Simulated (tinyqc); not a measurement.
# Born-Mayer model of an ionic crystal AB, step by step

A worked calculation. Computed by tinyqc, a small Python program that keeps every step. Command: `OMP_NUM_THREADS=1 python tinyqc.py 3024880 3024881 out.jsonl bornmayer walk`. One thread of a shared host (Intel(R) Xeon(R) Processor @ 2.30GHz), about 0.01 s of CPU time with the checks. Intermediate numbers are printed to about 7 digits and carried at full precision; extremes and crossings named in words are read from the listed rows.

Energies are per ion pair and r is the nearest distance of unlike ions.

Inputs (values chosen for the exercise, for a model salt):
```
quantity                        value           unit
ionic charge z                      1              -
unlike repulsion lambda           688             eV
range rho                       0.322       angstrom
like repulsion lambda2            310             eV
dispersion C between like ions     11  eV angstrom^6
pressure P                          2            GPa
```

Structure: rock salt. Short range: with like-ion terms.

Constants: e^2/(4 pi eps_0) = 14.39964548 eV angstrom; 1 eV/angstrom^3 = 160.2176634 GPa.

## Equilibrium distance at zero pressure

Madelung constant M, unlike neighbours z1, like neighbours z2 at f r, volume per pair: rock salt 1.747565, 6, 12, sqrt2, 2 r^3; caesium chloride 1.762675, 8, 6, 2/sqrt3, 8 r^3/(3 sqrt3); zinc blende 1.638055, 4, 12, sqrt(8/3), 16 r^3/(3 sqrt3). U(r) = -M z^2 e^2/(4 pi eps_0 r) + z1 lambda exp(-r/rho) + z2 [lambda2 exp(-f r/rho) - C/(f r)^6] (one mean like-ion term for both sublattices). Newton steps on g(r) = U'(r), from r = 9 rho: r(new) = r - U'(r)/U''(r), with the move limited to 0.3 angstrom. Where U'' is negative, move 0.3 angstrom downhill. Stop when |U'| is below 1e-9.

Newton steps:
```
step  r (angstrom)  U' (eV/angstrom)  U'' (eV/angstrom^2)
1         2.898000      1.423415e+00              2.91911
2         2.598000     -3.454149e-01             10.06491
3         2.632319     -2.148007e-02              8.83668
4         2.634749     -9.948972e-05              8.75493
5         2.634761     -2.162545e-09              8.75455
6         2.634761     -9.992007e-16              8.75455
```

equilibrium distance r0 = 2.634761 angstrom

## Terms of the lattice energy

The formulas are those given above.

terms (eV): Coulomb -9.550892, unlike repulsion 1.153800, like repulsion 0.035074, dispersion -0.049322

lattice energy U = -8.411340 eV per pair

The short-range terms together cancel 11.9 % of the Coulomb energy.

## Bulk modulus

B = U''(r0)/(9 c r0), with the volume written as c r^3.

U''(r0) = 8.754553 eV/angstrom^2

bulk modulus B = 29.57540 GPa

## Under pressure

With the volume written as c r^3, under pressure take the root at the minimum of the enthalpy and solve U'(r) + 3 c r^2 P = 0; H = U + P V; B = (U'' - 2 U'/r)/(9 c r).

distance at P = 2.583092 angstrom

volume at P = 34.47065 angstrom^3

enthalpy at P = -7.968551 eV per pair

bulk modulus at P = 38.01148 GPa

The volume shrinks by 5.77 %, against P/B = 6.76 % in linear elasticity: the crystal stiffens.

## Three structures under pressure

The formulas are those given above.

Enthalpy (eV per pair):
```
P (GPa)  rock salt  caesium chloride  zinc blende
0        -8.411340         -8.123732    -8.284301
2        -7.968551         -7.725082    -7.720817
5        -7.345705         -7.160522    -6.944168
10       -6.384907         -6.283606    -5.768816
20       -4.651119         -4.688878    -3.690022
40       -1.622971         -1.879433    -0.135708
70        2.304260          1.793659     4.386054
100       5.790418          5.073746     8.343779
```

volumes at zero pressure (angstrom^3): rock salt 36.58083, caesium chloride 32.81555, zinc blende 47.09684

At zero pressure the order is rock salt < zinc blende < caesium chloride. Between 10 and 20 GPa the lowest enthalpy passes from rock salt to caesium chloride. Pressure favours the denser structure, through P V. The Madelung constants, the number of repulsive contacts and the volumes (36.6, 32.8, 47.1 angstrom^3 at P = 0) all matter. Caution: rigid ions with fixed charges leave out polarisation and covalency, so such models often misplace transition pressures.

Checks made by the program: Madelung constant against an Ewald sum (relative difference 2e-07); Newton against bracketing (relative difference below 1e-10).
